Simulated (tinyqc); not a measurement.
Junctionless gate-all-around wire, depletion approximation: one step of the calculation.

A uniformly doped n-type wire of radius R under a surrounding gate; long channel. Below flat band a shell from radius rc to R is fully depleted and the neutral core, at channel potential V (0 at the source, Vd at the drain), carries the current with constant mobility; s = (rc/R)^2 is the share of the cross-section that conducts. The edge of the depleted shell is taken as abrupt, so there is no subthreshold current.

Problem. Conducting share at the source by Newton steps. With V = 0: f = A (1 - s + s ln s) + B (1 - s) - (Vfb - Vg); f' = A ln s - B; s(new) = s - f/f'.

Values chosen for this exercise:
```
symbol,value,unit,meaning
Vfb,1,V,flat-band voltage
Vg,0.89,V,gate voltage
```

s at the start = 1
A = 0.14548847 V
B = 0.084199005 V

Find: f; f'; s after iteration 1.

Solution.

f = -0.11000 V
f' = -0.084199 V
s after iteration 1 = -0.30643

Program tinyqc, `OMP_NUM_THREADS=1 python tinyqc.py 2460035 2460036 out.jsonl`; Intel Xeon 2.30GHz, shared host, one thread, about 0.01 s.
